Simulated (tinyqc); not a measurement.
# A finite superlattice with mass mismatch, transfer matrices, step by step

Computed by the program tinyqc: `OMP_NUM_THREADS=1 python tinyqc.py 2560017 2560018 out.jsonl`, one thread of a shared Intel Xeon 2.30GHz, about 0.01 s for the whole run. Printed values are rounded.

One electron of energy E comes from the left lead (band edge 0); no transverse momentum. Parabolic bands, masses in units of m0, C = hbar^2/(2 m0); psi and psi'/m are continuous at every interface. N periods of a barrier d1 followed by a well Lw; the right lead equals the left one.

Inputs (values chosen for the exercise); masses and offsets close to those of InGaAs wells and InAlAs barriers:
```
symbol,value,unit,meaning
mL,0.041,m0,mass in the left lead
U1,0.51,eV,barrier height
m1,0.073,m0,barrier mass
d1,0.7,nm,barrier width
Lw,6.7,nm,"well width (edge 0, mass mL)"
N,7,,number of periods
E,0.688,eV,electron energy
```

Constants: q = 1.602176634e-19 C, hbar = 1.054571817e-34 J s, m0 = 9.1093837015e-31 kg, hbar^2/(2 m0) = 0.0380998212 eV nm^2. Results are converted to the units shown.

Range of the model: Masses are held fixed, although real bands cease to be parabolic a few tenths of an eV from their edges (inside a barrier too). Layers thinner than about 0.8 nm hold only a few atomic planes, where an effective mass is a rough description.

## Wave numbers

k = sqrt(m (E - U)/C) where E > U, K = sqrt(m (U - E)/C) where E < U; v = k/m in the leads.

Layers:
```
,U (eV),m (m0),d (nm),k or K (1/nm),which
1,0.51,0.073,0.7,0.583996,k
2,0,0.041,6.7,0.860448,k
```

vL = 20.9865 1/nm
vR = 20.9865 1/nm

## Matrices of the layers

For the pair (psi, psi'/m) a flat layer has M = [[cos kd, (m/k) sin kd], [-(k/m) sin kd, cos kd]] with k = sqrt(m (E - U)/C) above its edge U, and M = [[cosh Kd, (m/K) sinh Kd], [(K/m) sinh Kd, cosh Kd]] with K = sqrt(m (U - E)/C) below it. M12 is in nm, M21 in 1/nm.

M of layer 1:
```
,1,2
1,0.917600,0.0496886
2,-3.18003,0.917600
```

M of layer 2:
```
,1,2
1,0.868721,-0.0236010
2,10.3947,0.868721
```

## Product of the matrices

The matrix of the later layer stands to the left: M = M_n ... M_2 M_1; det M = 1.

M of one period:
```
,1,2
1,0.872189,0.0215093
2,6.77560,1.31363
```

## N periods by the Chebyshev identity

x = (M11 + M22)/2 of one period. For |x| < 1 the energy lies in a miniband and cos(th) = x; for |x| > 1 it lies in a gap and cosh(g) = |x|. M^N = U_(N-1)(x) M - U_(N-2)(x) 1, with U_n = sin((n + 1) th)/sin th in a band and sign(x)^n sinh((n + 1) g)/sinh g in a gap.

x = 1.09291
g = 0.427803
U_(N-1) = 22.5953
U_(N-2) = 14.6807

M^N:
```
,1,2
1,5.02666,0.486008
2,153.097,15.0012
```

The energy lies in a gap: for large N each further period divides T(E) by exp(2 g) = 2.35.

## Transmission and reflection

The matrix M carries (psi, psi'/m) across the stack, and v = k/m in each lead. psi = 1 + r at the left edge (incident amplitude 1) and t at the right edge. With det M = 1, a = i vR M11 - M21 and b = -vL vR M12 - i vL M22: t = 2 i vL/(a - b), r = -(a + b)/(a - b), T(E) = (vR/vL) |t|^2, R(E) = |r|^2.

t = 0.0978035+0.0141843i
r = 0.611850-0.784776i
T(E) = 0.00976673
R(E) = 0.990233

T(E) + R(E) = 1: the current is conserved.
